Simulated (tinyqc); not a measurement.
Dispersion against the sound-wave line: Born-von Karman spring model of a cubic crystal with one atom per cell. Computed by tinyqc, a small Python program. Command: `OMP_NUM_THREADS=1 python tinyqc.py 3005195 3005196 out.jsonl springs walk`. One thread of a shared host (Intel(R) Xeon(R) Processor @ 2.30GHz), about 0.09 s of CPU time with the checks.

First neighbours lie at a/2 (1,1,1) (8 of them), second at a (1,0,0) (6), with all permutations and signs; the volume per atom is Omega = a^3/2. Two shells of springs match a real metal only roughly, above all at the zone boundary.

Inputs (values chosen for the exercise, modelled on molybdenum):
```
quantity                value           unit
atomic mass M           95.95              u
radial spring k1L           4  eV/angstrom^2
transverse spring k1T  -0.029  eV/angstrom^2
radial spring k2L           3  eV/angstrom^2
transverse spring k2T   -0.21  eV/angstrom^2
```

Lattice: bcc.

Constants: nu for 1 eV/(angstrom^2 u) = 15.6333042 THz.

Method:
- A neighbour at R with unit vector n couples by the matrix K(R) = kL n n^T + kT (1 - n n^T), and D(q) = (1/M) sum_R K(R) [1 - cos(q.R)].
- An eigenvalue lambda of D in eV/(angstrom^2 u) gives nu = 15.6333042 THz x sqrt(lambda).
- The last column divides the top branch by the straight line with its slope at G. End points in 2 pi/a: H = (1, 0, 0), N = (0.5, 0.5, 0).

Frequencies (THz) along two lines:
```
line  fraction of the way    nu 1    nu 2    nu 3  nu 3 / linear
G-H                  0.10  1.0518  1.0518  2.0565        0.98738
G-H                  0.25  2.6024  2.6024  4.8089        0.92354
G-H                  0.40  4.0702  4.0702  6.7933        0.81540
G-H                  0.55  5.3737  5.3737  7.7963        0.68058
G-H                  0.70  6.4120  6.4120  7.9069        0.54233
G-H                  0.85  7.0846  7.0846  7.5454        0.42620
G-H                  1.00  7.3179  7.3179  7.3179        0.35135
G-N                  0.10  0.7420  0.8253  1.4215        0.99589
G-N                  0.25  1.8151  2.0190  3.4773        0.97450
G-N                  0.40  2.7879  3.1011  5.3411        0.93549
G-N                  0.55  3.6066  4.0118  6.9096        0.88016
G-N                  0.70  4.2261  4.7009  8.0963        0.81033
G-N                  0.85  4.6120  5.1302  8.8357        0.72827
G-N                  1.00  4.7431  5.2759  9.0867        0.63662
```

Along G-H the top branch ends at 35 % of its linear extrapolation. Along G-N the top branch ends at 64 % of its linear extrapolation, which is the 2/pi of a pure sine: planes normal to this line couple to their next planes alone. A Debye model keeps the straight line throughout.
